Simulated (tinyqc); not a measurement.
Chemical shift by three methods: effective-mass impurity with a central-cell term, in a basis of Slater functions. Computed by tinyqc, a small Python program. Command: `OMP_NUM_THREADS=1 python tinyqc.py 3025363 3025364 out.jsonl centralcell walk`. One thread of a shared host (Intel(R) Xeon(R) Processor @ 2.30GHz), about 0.01 s of CPU time with the checks.

The envelope obeys H = -nabla^2 - (2/r) [Z + A exp(-kappa r)] in effective units, with kappa = a*/lambda; positive A deepens the well near the core.

Inputs (values chosen for the exercise, with mass and screening modelled on ZnO):

| quantity | value | unit |
|---|---|---|
| effective mass m | 0.279 | m_0 |
| dielectric constant eps | 8.61 | - |
| charge Z of the core | 1 | - |
| central-cell strength A | 0.83 | - |
| central-cell range lambda | 2.4 | angstrom |

Impurity: donor, one isotropic band.

Constants: Ry = 13.605693123 eV; a_0 = 0.529177210903 angstrom.

Method:
- Units: Ry* = Ry m/eps^2 and a* = a_0 eps/m, with m in m_0.
- kappa = a*/lambda; the hydrogenic ground state is bound by Z^2 Ry*.
- For s functions exp(-zeta r), with s = zeta_i + zeta_j: S = 2/s^3, T = zeta_i zeta_j S, V = -2 Z/s^2, W = -2 A/(s + kappa)^2; each function is normalised by dividing by sqrt(S_ii S_jj).
- Large basis: zeta_i = 0.06 x 1.6^(i-1), i = 1..22, same formulas; for p functions r exp(-zeta r): S = 24/s^5, T = zeta_i zeta_j S (centrifugal term included), V = -12 Z/s^4, W = -12 A/(s + kappa)^4; overlap eigenvalues below 1e-11 are dropped.
- First order: shift = 8 A Z^3/(2 Z + kappa)^2 Ry*. One exponent: minimise zeta^2 - 2 Z zeta - 8 A zeta^3/(2 zeta + kappa)^2 by golden section on 0.2 to 6 Z. All shifts are the binding beyond Z^2 Ry*.

kappa = 6.80438 1/a*

Ry* = 51.2057 meV

hydrogenic binding energy = 51.2057 meV

Shift of the 1s binding energy (meV):

| A | first order | one exponent | large basis |
|---|---|---|---|
| -0.830 | -4.3862 | -3.8582 | -3.6792 |
| -0.415 | -2.1931 | -2.0518 | -2.0017 |
| 0.083 | 0.4386 | 0.4448 | 0.4471 |
| 0.207 | 1.0939 | 1.1333 | 1.1481 |
| 0.415 | 2.1931 | 2.3579 | 2.4215 |
| 0.830 | 4.3862 | 5.1057 | 5.3942 |
| 1.040 | 5.4960 | 6.6802 | 7.1639 |

The three columns are ordered, first order <= one exponent <= large basis, since each is a variational bound with more freedom. At the largest attractive A first order gives 77 % and one exponent 93 % of the shift; at the most repulsive A the true shift is -3.679 meV against -4.386. Attraction pulls the envelope in and feeds itself, repulsion pushes it out and saturates.

Extremes, crossings and ranges named in words are read from the listed rows.
